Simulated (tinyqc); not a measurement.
Rapid thermal processing of a wafer: radiative balance, ramp and cooling, pattern effects, pyrometer error and spike budget: one step, computed by the program tinyqc. Command: `OMP_NUM_THREADS=1 python tinyqc.py 3113292 3113293 out.jsonl rtp walk`. One thread of a shared host (Intel(R) Xeon(R) Processor @ 2.30GHz), about 0.04 s of CPU time with the checks.

The wafer is opaque and uniform through its thickness unless said otherwise; temperatures in formulas are in kelvin (C + 273.15). sigma = 5.670374419e-12 W/(cm^2 K^4).

Problem. Pattern effect. At steady state a sinusoidal change of absorbed power of relative amplitude a and period p gives the temperature amplitude a q/(dq/dT + k d (2 pi/p)^2); healing length l = sqrt(k d/(dq/dT)); process change = E_a dT/(k_B T^2). Emissivity is taken as unchanged.

Inputs (values chosen for the exercise, modelled on a hot silicon wafer): wafer thickness d = 725 micrometre; thermal conductivity k = 0.22 W/(cm K); wall temperature T_w = 300 K; process temperature = 813 C; relative change of absorptivity over a pattern = 11 %; period of the pattern = 3.4 mm; activation energy of the process E_a = 3.66 eV.

dq/dT = 39.27516 mW/(cm^2 K)

holding power q = 10.90716 W/cm^2

Constants: k_B = 8.617333262e-05 eV/K.

Give: healing length l; amplitude without lateral conduction; amplitude; change of the process rate.

Solution.

healing length l = 6.373 mm

amplitude without lateral conduction = 30.55 K

amplitude = 0.2187 K

change of the process rate = 0.7873 %

Lateral conduction cuts the amplitude to 0.72 %, since p/(2 pi l) = 0.085.
